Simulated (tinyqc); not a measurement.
Worked calculation: three-level Kane dispersion of a narrow-gap semiconductor. Values are carried at full precision from step to step, so a last printed digit may differ when a step is redone from the rounded ones.

Zero of energy at Gamma8, c = hbar^2/2m0, P^2 = Ep c. The free-electron term and remote bands are left out, so the heavy holes are flat at E = 0 and the other three bands obey E (E - Eg)(E + Dso) = P^2 k^2 (E + 2 Dso/3). The conduction band is the highest root; its edge is Ec = max(Eg, 0).

Constants: hbar^2/2m0 = 3.80998211 eV angstrom^2; hbar = 6.58211957e-16 eV s; e^2/(4 pi eps0) = 14.39964547 eV angstrom; muB = 5.788381798e-05 eV/T.

Values chosen for the exercise (near those of GaSb; shifted at random, so the results belong to these values and not to a real crystal): Eg = 0.773 eV (E(Gamma6) - E(Gamma8)); Dso = 0.73 eV (spin-orbit splitting); Ep = 28.1 eV (Kane energy); k = 0.007 1/angstrom (wave vector); n = 9.7e+16 cm^-3 (electron density); eps = 14.1 (high-frequency dielectric constant); B = 0.4 T (magnetic field).

## The three bands at one k

Expand the equation into E^3 + a2 E^2 + a1 E + a0 = 0 and give its roots; compare with the two-level form (Dso to infinity) E = Eg/2 +/- sqrt(Eg^2/4 + (2/3) P^2 k^2).

P^2 k^2 = 0.005246 eV^2

a2, a1, a0: -0.043000  -0.569536  -0.002553

roots (eV): -0.7312  -0.0045  0.7787

two-level form (eV): -0.0045  0.7775

The two-level form misses the highest root by -1.2 meV. The order is normal: Gamma6 forms the conduction band.

## Mass at the edge and limiting velocity

m0* = Eg (Eg + Dso)/(Ep (Eg + 2 Dso/3)). In the two-level form the velocity tends to v = sqrt(2/3) P/hbar, and |Eg| = 2 m v^2 with m = 3 |Eg|/(2 Ep), as for a relativistic particle. 1 angstrom = 1e-10 m.

m0* = 0.03282 m0
P = 10.3470 eV angstrom
v = 1.284e+06 m/s
k at which the linear part sets in, |Eg|/(2 hbar v) = 0.04575 1/angstrom

## Fermi level and mass at a given density

Degenerate electrons at T = 0: kF = (3 pi^2 n)^(1/3), 1 cm^-3 = 1e-24 angstrom^-3; EF is the highest root at kF. The momentum (cyclotron, optical) mass is m(E) = hbar^2 k/(dE/dk) = c d(k^2)/dE with d(k^2)/dE = k^2 [1/E + 1/(E - Eg) + 1/(E + Dso) - 1/(E + 2 Dso/3)]; the density of states is k d(k^2)/dE/(2 pi^2).

Edge mass m0* = Eg (Eg + Dso)/(Ep (Eg + 2 Dso/3)).

Compare EF - Ec with the parabolic value c kF^2/m0*.

kF = 0.01421 1/angstrom
EF - Ec = 0.0228 eV
parabolic value = 0.0235 eV
m(EF) = 0.03457 m0
m(EF)/m0* = 1.053
density of states at EF = 6.533e+18 1/(eV cm^3)

The parabola overstates EF - Ec by a factor of 1.03; (EF - Ec)/|Eg| = 0.03, and the two-level rule 1 + 2 (EF - Ec)/|Eg| = 1.059 estimates the mass ratio.

## Plasma and cyclotron energies

hbar wp = sqrt(8 pi c (e^2/4 pi eps0) n/(eps m)), hbar wc = 2 muB B/m (classical limit), with m = m(EF) and, for comparison, the edge mass; n in angstrom^-3.

hbar wp with m(EF), with m0* (meV): 16.57  17.00

hbar wc with m(EF), with m0* (meV): 1.34  1.41

EF - Ec = 22.8 meV is 17 times hbar wc, so the classical value applies.

## Checks

- Roots of the cubic against the 8 x 8 Kane matrix without remote terms: they agree to 1e-10 or better.
- m(E) near the edge against m0*: both 0.03282.

(tinyqc, `OMP_NUM_THREADS=1 python tinyqc.py 1050779 1050780 out.jsonl`, Intel(R) Xeon(R) Processor @ 2.30GHz, 1 thread, shared host, about 0.01 s.)
